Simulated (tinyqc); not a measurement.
Inside a calculation: Gamma, L and X subbands of a thin body with non-parabolic valleys. Values are carried at full precision from step to step, so a last printed digit may differ when a step is redone from the rounded ones.

Hard walls, flat band, c = hbar^2/2m0, energies from the bulk Gamma edge. For a valley at angle theta to the normal 1/m_z = cos^2/ml + sin^2/mt and m_d = sqrt(ml mt^2/m_z). Subband n starts at E_v + e with e (1 + a e) = c (n pi/t)^2/m_z, and its density-of-states mass is taken as m_d (1 + 2 a e), without further growth at higher in-plane energy. Groups are named by valley and degeneracy.

Constants: hbar^2/2m0 = 3.80998211 eV angstrom^2; kB = 8.617333262e-05 eV/K.

Values chosen for the exercise (near those of a thin InAs channel; the results hold for these values, not for the real material): face = 100 (surface); mG = 0.0263 m0 (Gamma mass); aG = 2.27 1/eV (Gamma non-parabolicity); EL = 0.705 eV (L edge above Gamma); mL = (0.656, 0.048) m0 (L valleys (four, along <111>): ml, mt); EX = 1.006 eV (X edge above Gamma); mX = (1.092, 0.161) m0 (X valleys (three, along <100>): ml, mt); aS = 0.45 1/eV (non-parabolicity of L and X); t = 84 angstrom (body thickness); Ns = 7.9 x 1e12/cm^2 (sheet density); T = 300 K (temperature); eot = 13 angstrom (equivalent oxide thickness).

## Valley groups

List degeneracy, edge, m_z, m_d and a.

Groups:

| group | g | E_v (eV) | m_z | m_d | a (1/eV) |
|---|---|---|---|---|---|
| G1 | 1 | 0.000 | 0.0263 | 0.0263 | 2.27 |
| L4 | 4 | 0.705 | 0.0695 | 0.1475 | 0.45 |
| X1 | 1 | 1.006 | 1.0920 | 0.1610 | 0.45 |
| X2 | 2 | 1.006 | 0.1610 | 0.4193 | 0.45 |

## Subband edges

n = 1 to 8 for each group; list the ten lowest.

Subbands:

| subband | g | E (eV) | DOS mass |
|---|---|---|---|
| G1 n=1 | 1 | 0.1509 | 0.0443 |
| G1 n=2 | 1 | 0.4166 | 0.0760 |
| G1 n=3 | 1 | 0.7027 | 0.1102 |
| L4 n=1 | 4 | 0.7792 | 0.1574 |
| L4 n=2 | 4 | 0.9783 | 0.1838 |
| G1 n=4 | 1 | 0.9950 | 0.1451 |
| X1 n=1 | 1 | 1.0109 | 0.1617 |
| X1 n=2 | 1 | 1.0254 | 0.1638 |
| X2 n=1 | 2 | 1.0386 | 0.4316 |
| X1 n=3 | 1 | 1.0491 | 0.1672 |

The lowest subband is G1 n=1, 266 meV below G1 n=2; in the bulk the lowest valley is Gamma.

## Filling and quantum capacitance

n_i = g m/(2 pi c) kB T ln(1 + exp((EF - E_i)/kB T)), sum n_i = Ns (1e12/cm^2 = 1e-4/angstrom^2), c = hbar^2/2m0. Quantum capacitance Cq = 1602.176634 sum g m/(2 pi c) f_i in microfarad/cm^2 with f_i = 1/(1 + exp((E_i - EF)/kB T)); Cox = 34.5313/eot (one gate); C/Cox = Cq/(Cq + Cox), the centroid term left out.

Over the ten listed subbands, named by valley (G, L, X), degeneracy and number.

EF = 0.4742 eV

n_i in the order of the list (1e12/cm^2): 5.985  1.914  0.000  0.000  0.000  0.000  0.000  0.000  0.000  0.000

Cq = 7.56 microfarad/cm^2
Cox = 2.656 microfarad/cm^2
C/Cox = 0.740

EF lies 323 meV above the lowest edge; Gamma holds 100 % of the electrons. The low density of states costs 26 % of the gate capacitance.

## Checks

- Cq against the slope dNs/dEF by finite differences, microfarad/cm^2: both 7.56.

Run: tinyqc, `OMP_NUM_THREADS=1 python tinyqc.py 1251269 1251270 out.jsonl`; Intel(R) Xeon(R) Processor @ 2.30GHz, one thread, shared host; about 0.02 s of CPU time with all checks.
